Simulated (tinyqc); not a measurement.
# Floating body of a partially depleted SOI transistor: body voltage and kink: two studies

Source at 0 V. Channel current Ic = 2 nf K Vt^2 [F(0) - F(Vd)](1 + la Vd), F(V) = ln^2(1 + exp((Vg - VT - nf V)/(2 nf Vt))), VT = VT0 - gb Vb. Saturation voltage Vs = 2 Vt sqrt(F(0)) + 3 Vt, excess Ve = (Vd - Vs + sqrt((Vd - Vs)^2 + 0.0004 V^2))/2, multiplication M1 = Ai Ve exp(-Bl/Ve). Each junction passes D(v) = J1 (exp(v/Vt) - 1) + J2 (exp(v/(2 Vt)) - 1). Bipolar current Ib = bb J1 (exp(Vb/Vt) - 1). The body settles where M1 (Ic + Ib) = D(Vb) + D(Vb - Vd) + Vb/Rb; drain current Id = (1 + M1)(Ic + Ib) - D(Vb - Vd).

Inputs (values chosen for the exercise); values of the order met in partially depleted silicon-on-insulator transistors:
```
symbol    value         unit                                                                                            meaning
T           358            K                                                                                        temperature
VT0        0.53            V                                                                     threshold at zero body voltage
gb         0.13                                                                  fall of the threshold per volt of body voltage
nf         1.32                                                                                                    slope factor
K           320  uA/(V^2 um)                                                                              gain factor per width
la         0.07          1/V                                                                   channel-length modulation factor
Ai         1.63          1/V                                                                        impact-ionisation prefactor
Bl          7.2            V                                                                          impact-ionisation voltage
J1      8.2e-11        uA/um                                                      diffusion saturation current of each junction
J2       7.1e-7        uA/um                                                  recombination saturation current of each junction
bb          0.5                                                 gain of the lateral bipolar transistor on the diffusion current
Rb        20000      kohm um  resistance of a weak body tie to the source (1e9 stands for no tie, and the term is then dropped)
Vg         0.96            V                                                                                       gate voltage
Vd          1.5            V                                                                                      drain voltage
```

Constants: q = 1.602176634e-19 C, kB = 1.380649e-23 J/K, Vt = kB T/q. Results are converted to the units shown.

Each table varies one quantity; the others keep the values above.

## Output curve and kink

Rows with more than one solution for Vb (latch) are left out; dId/dVd by a forward difference over 1e-4 V, swing = 1e-4 V over the change of log10 Id; M1 under 1e-12 is printed as 0.

Output curve and kink:
```
Vd (V)    Vb (V)        M1  Id, floating (uA/um)  Id, grounded (uA/um)  ratio  dId/dVd, floating (uS/um)  dId/dVd, grounded (uS/um)
1       0.001920  3.963e-6                 24.05                 24.03  1.001                      2.210                      1.574
1.16     0.03462  6.982e-5                 24.79                 24.28  1.021                      8.891                      1.598
1.32      0.2228  3.997e-4                 27.94                 24.54  1.138                      35.15                      1.695
1.48      0.5674  0.001276                 34.02                 24.83  1.370                      16.88                      1.931
1.64      0.6388  0.003782                 35.76                 25.17  1.421                      8.473                      2.355
1.8       0.6745  0.008989                 37.06                 25.60  1.448                      8.056                      2.987
```

Vb rises from 0.00192 to 0.675 V and the ratio of the currents rises from 1.00 to 1.45. The output conductance with a floating body exceeds the grounded value by the largest factor among the rows, 20.7, at Vd = 1.32 V, where Vb = 0.223 V and M1 = 4.00e-4.

## Transfer curve and swing

Same model as above.

Results:
columns A: Vg (V); B: Vb (V); C: M1; D: Id, floating (uA/um); E: Id, grounded (uA/um); F: ratio; G: swing, floating (mV/decade); H: swing, grounded (mV/decade)
```
A            B         C         D         E      F      G      H
0.08  1.806e-5   0.01376  1.496e-5  1.495e-5  1.000  98.63  98.63
0.18  5.872e-5   0.01372  1.652e-4  1.651e-4  1.000  94.80  94.81
0.28  5.131e-4   0.01361  0.001859  0.001856  1.002  95.81  95.96
0.38  0.005184   0.01323   0.01980   0.01950  1.016  99.41  100.9
0.48   0.04542   0.01215    0.1892    0.1683  1.124  104.3  115.6
0.58    0.3231  0.009227     1.782    0.9830  1.813  101.6  151.5
0.68    0.5620  0.005904     7.017     3.542  1.981  263.0  216.6
0.88    0.5902  0.002304     24.50     16.57  1.479  499.1  411.0
```

Estimate the missing row, Vg = 0.78 V.

Computed row:
columns A: Vg (V); B: Vb (V); C: M1; D: Id, floating (uA/um); E: Id, grounded (uA/um); F: ratio; G: swing, floating (mV/decade); H: swing, grounded (mV/decade)
```
A          B         C      D      E      F      G      H
0.78  0.5879  0.003790  14.46  8.666  1.669  380.4  306.6
```

With this row back in the table: Vb rises from 1.81e-5 to 0.590 V. The smallest swing among the rows is 94.8 mV a decade with a floating body (at Vg = 0.18 V) and 94.8 with a grounded one; Vt ln 10 = 71.0. The floating swing is smaller by more than 3 % for Vg = 0.48, 0.58 V, where the rising Vb lowers the threshold as Vg rises. In the first row the floating body raises the current by a factor of 1.00.

Range of the model: The multiplication law is an empirical form chosen for the exercise; self-heating and capacitive coupling to the body are left out, and the linear laws are rough once Vb passes about 0.7 V or M1 about 0.1.

Computed by the program tinyqc: `OMP_NUM_THREADS=1 python tinyqc.py 2182131 2182132 out.jsonl`, one thread of a shared Intel Xeon 2.30GHz, about 0.2 s for the whole run.
